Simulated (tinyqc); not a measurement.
Frequency dispersion of an accumulation capacitance by border traps, distributed model: two steps of the calculation.

Traps spread evenly through the insulator exchange electrons with the semiconductor by tunnelling, with tau(x) = t0 exp(2 ka x) at depth x from the interface. The admittance per area Y seen at depth x obeys dY/dx = -Y^2/(i w eps0 eox) + q Nb ln(1 + i w tau)/tau, with Y(0) = i w Cs and w = 2 pi f; the gate sees Y(tox) = G + i w C. Working variable y = Y/(i w), in uF/cm^2. Cox = eps0 eox/tox.

Values chosen for this exercise; permittivity close to that of hafnium oxide: relative permittivity of the insulator eox = 19.1; insulator thickness tox = 3.2 nm; semiconductor capacitance in accumulation Cs = 2.3 uF/cm^2; density of border traps Nb = 1.8e19 cm^-3 eV^-1; decay constant of the wave function in the insulator ka = 6.3 1/nm; time constant of a trap at the interface t0 = 2e-9 s; frequency f = 10000 Hz; depth down to which the steps are taken xe = 1.1 nm.

Constants: q = 1.602176634e-19 C, eps0 = 8.8541878128e-14 F/cm where lengths are in cm. Results are converted to the units shown.

Task 1. Scales and lumped estimate. Cox; trap-free value 1/(1/Cox + 1/Cs); response depth d = ln(1/(w t0))/(2 ka), where w tau = 1; lumped estimate: all traps within d act as C_bt = q Nb d placed at d/2, so C = 1/{1/[1/(1/Cs + d/(2 eps0 eox)) + C_bt] + (tox - d/2)/(eps0 eox)}.

Find: Cox; trap-free C; d; C_bt; lumped C.

Result 1.

Cox = 5.2848 uF/cm^2
trap-free C = 1.6026 uF/cm^2
d = 0.71285 nm
C_bt = 0.20558 uF/cm^2
lumped C = 1.7096 uF/cm^2

The traps within reach amount to 0.0894 Cs and lie in the first 22.3 % of the insulator.

Task 2. Capacitance and conductance at the gate. Beyond xe the traps are ignored, so 1/y(tox) = 1/y(xe) + (tox - xe)/(eps0 eox); C = Re y, G/w = -Im y, loss tangent G/(w C).

y at xe = 2.1915078-0.0321279i uF/cm^2

Find: y at the gate; C; G/w; loss tangent.

Result 2.

y at the gate = 1.723-0.020i uF/cm^2
C = 1.723 uF/cm^2
G/w = 0.01985 uF/cm^2
loss tangent = 0.01152

Computed by the program tinyqc: `OMP_NUM_THREADS=1 python tinyqc.py 2202085 2202086 out.jsonl`, one thread of a shared Intel Xeon 2.30GHz, about 0.3 s for the whole run.
